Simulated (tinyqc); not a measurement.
Lattice vibrations of a chain, step by step. Computed by tinyqc, a small Python program that keeps every step. Command: `OMP_NUM_THREADS=1 python tinyqc.py 22179 22180 out.jsonl` (the two numbers bound the seeds that draw the settings). One thread of a shared host (Intel(R) Xeon(R) Processor @ 2.60GHz), about 0.01 s of CPU time with the checks.

## Dynamical matrix at q = 0.03

A chain moving along its axis:
```
atom                mass (u)  spring to the next atom (eV/angstrom^2)
1                  49.500000                                28.400000
2                  91.900000                                12.000000
second neighbours          -                                 1.200000
```

q is in units of 2 pi/a. A spring k from atom i to atom j, n cells on, adds k to Phi_ii and Phi_jj, -k exp(2 pi i q n) to Phi_ij and the conjugate to Phi_ji (for one atom a cell: 2k (1 - cos 2 pi q n)); D_ij = Phi_ij / sqrt(m_i m_j).

D(q) (eV/(angstrom^2 u)):
```
                     1                    2
1             0.817020  -0.595841+0.033339i
2  -0.595841-0.033339i             0.440071
```

## Frequencies

omega^2 are the eigenvalues; wavenumber = 521.4708 sqrt(eigenvalue) 1/cm.

eigenvalues: 0.002718  1.254373

wavenumbers (1/cm): 27.2  584.0

weights |e|^2 of the mass-weighted modes:
```
          mode 1    mode 2
atom 1  0.349420  0.650580
atom 2  0.650580  0.349420
```

## Dispersion and heat capacity

C/k_B per atom = mean over q = (j + 1/2)/80, j = 0..39 and all branches of y^2 e^y/(e^y - 1)^2, y = hc wavenumber / k_B T.

Wavenumbers (1/cm):
```
q           branch 1    branch 2
0.000000    0.000000  584.366153
0.062500   56.474947  582.956751
0.125000  111.663448  578.754486
0.187500  164.237005  571.867986
0.250000  212.747221  562.590959
0.312500  255.464207  551.607818
0.375000  290.082625  540.339267
0.437500  313.404754  531.309139
0.500000  321.784608  527.741223
```

Heat capacity:
```
T (K)  C/k_B per atom
20           0.050700
50           0.131662
100          0.282636
200          0.563330
300          0.740862
600          0.919906
1200         0.978764
```

zero-point energy per atom = 23.422424 meV
